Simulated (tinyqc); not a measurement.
# Capacitance measurement on a leaky thin oxide: effects of series resistance and leakage, step by step

Computed by the program tinyqc: `OMP_NUM_THREADS=1 python tinyqc.py 2022146 2022147 out.jsonl`, one thread of a shared Intel Xeon 2.30GHz, about 0.01 s for the whole run. Printed values are rounded.

The device is a capacitance C in parallel with a leakage conductance G, in series with Rs and Ls. An impedance meter reports either a parallel pair (Cp, Gp) from Y = 1/Z = Gp + i w Cp or a series pair (Cs, Rm) from Z = Rm + 1/(i w Cs); w = 2 pi f, dissipation D = Gp/(w |Cp|).

Inputs (values chosen for the exercise); values of the order met in thin-oxide MOS capacitors: relative permittivity of the gate insulator (close to silicon dioxide) eox = 3.9; insulator thickness tox = 1.9 nm; gate area A = 10000 um^2; oxide-equivalent thickness added by the accumulation layer zc = 0.33 nm; oxide-equivalent thickness added by gate depletion zp = 0 nm; gate leakage current density, not matched to the thickness Jg = 0.0032 A/cm^2; voltage for an e-fold rise of the leakage Vs = 0.23 V; series resistance Rs = 5.4 ohm; series inductance Ls = 0 nH; measuring frequency f = 2e5 Hz.

Constants: eps0 = 8.8541878128e-14 F/cm where lengths are in cm. Results are converted to the units shown.

## True capacitance and conductance

EOT = 3.9 tox/eox; CET = EOT + zc + zp; C = 3.9 eps0 A/CET; G = Jg A/Vs.

EOT = 1.9 nm
CET = 2.23 nm
C = 154.8490 pF
G = 1.391304 uS

## What the meter reports

Z = Rs + i w Ls + 1/(G + i w C).

Z = 42.142-5138.773i ohm
Cp = 154.8465 pF
Gp = 1.595759 uS
Cs = 154.8569 pF
D = 0.008200798

Cp is within 0.01 % of C and Cs is within 0.01 % of it; G Rs = 7.51e-6, w C Rs = 0.00105 and G/(w C) = 0.00715.
